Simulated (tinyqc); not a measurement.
Worked calculation: Hueckel theory of the pi electrons, for the molecule C=CC=CC(=C)C=C (SMILES; centres numbered as the heavy atoms are written). Computed by tinyqc, a small Python program that keeps every step. Settings: charge = 0. Command: `OMP_NUM_THREADS=1 python tinyqc.py 21033 21034 out.jsonl` (the two numbers bound the seeds that draw the settings). One thread of a shared host (Intel(R) Xeon(R) Processor @ 2.60GHz), about 0.04 s of CPU time with the checks.

## The Hueckel matrix

Centres:
```
centre  z_r, pi electrons of the neutral centre         h
1C                                            1  0.000000
2C                                            1  0.000000
3C                                            1  0.000000
4C                                            1  0.000000
5C                                            1  0.000000
6C                                            1  0.000000
7C                                            1  0.000000
8C                                            1  0.000000
```

Bonds:
```
i  j  k
1  2  1
2  3  1
3  4  1
4  5  1
5  6  1
5  7  1
7  8  1
```

H_rr = alpha + h_r beta, H_rs = k_rs beta for bonded centres.

Hueckel matrix in units of beta (H = alpha + beta A), lower triangle:
```
          1C        2C        3C        4C        5C        6C        7C        8C
1C  0.000000
2C  1.000000  0.000000
3C  0.000000  1.000000  0.000000
4C  0.000000  0.000000  1.000000  0.000000
5C  0.000000  0.000000  0.000000  1.000000  0.000000
6C  0.000000  0.000000  0.000000  0.000000  1.000000  0.000000
7C  0.000000  0.000000  0.000000  0.000000  1.000000  0.000000  0.000000
8C  0.000000  0.000000  0.000000  0.000000  0.000000  0.000000  1.000000  0.000000
```

## Orbitals

pi electrons, sum of z_r less the charge = 8

Diagonalise; E = alpha + x beta with beta < 0, so the largest x are filled first; degenerate levels share their electrons. P = sum n_i c_ri c_si; each orbital has its largest coefficient positive (the first on a tie).

x values: 1.989044  1.486290  0.813473  0.415823  -0.415823  -0.813473  -1.486290  -1.989044

occupations: 2.000000  2.000000  2.000000  2.000000  0.000000  0.000000  0.000000  0.000000

coefficients:
```
         MO1        MO2        MO3        MO4        MO5        MO6        MO7        MO8
1C  0.119118   0.383361   0.352147   0.463506  -0.463506   0.352147  -0.383361   0.119118
2C  0.236930   0.569786   0.286462   0.192736   0.192736  -0.286462   0.569786  -0.236930
3C  0.352147   0.463506  -0.119118  -0.383361   0.383361  -0.119118  -0.463506   0.352147
4C  0.463506   0.119118  -0.383361  -0.352147  -0.352147   0.383361   0.119118  -0.463506
5C  0.569786  -0.286462  -0.192736   0.236930  -0.236930  -0.192736   0.286462   0.569786
6C  0.286462  -0.192736  -0.236930   0.569786   0.569786   0.236930  -0.192736  -0.286462
7C  0.383361  -0.352147   0.463506  -0.119118  -0.119118  -0.463506  -0.352147  -0.383361
8C  0.192736  -0.236930   0.569786  -0.286462   0.286462   0.569786   0.236930   0.192736
```

charge and bond-order matrix P, lower triangle:
```
           1C         2C         3C         4C        5C         6C        7C        8C
1C   1.000000
2C   0.873736   1.000000
3C   0.000000   0.479046   1.000000
4C  -0.394690   0.000000   0.798197   1.000000
5C   0.000000  -0.075538   0.000000   0.440859  1.000000
6C   0.281799   0.000000  -0.357338   0.000000  0.798197   1.000000
7C   0.037352   0.000000  -0.075538   0.000000  0.403507   0.000000  1.000000
8C   0.000000   0.037352   0.000000  -0.112890  0.000000  -0.394690  0.911088  1.000000
```

## Energy, charges, bond orders

E = sum n x; q_r = z_r - P_rr; bond order p = P_rs; free valence = sqrt(3) - sum of p over the bonds of the atom.

pi energy = 8 alpha + this times beta = 9.409260

pi charges: 1C 0.000000, 2C 0.000000, 3C 0.000000, 4C 0.000000, 5C 0.000000, 6C 0.000000, 7C 0.000000, 8C 0.000000

Bond orders and lengths from R = 1.517 - 0.180 p (angstrom, C-C alone):
```
bond         p         R
1-2   0.873736  1.359728
2-3   0.479046  1.430772
3-4   0.798197  1.373325
4-5   0.440859  1.437645
5-6   0.798197  1.373325
5-7   0.403507  1.444369
7-8   0.911088  1.353004
```

free valence of the carbons: 1C 0.858315, 2C 0.379269, 3C 0.454808, 4C 0.492994, 5C 0.089487, 6C 0.933854, 7C 0.417456, 8C 0.820963

gap between the highest filled and the next level = 0.831647 |beta|
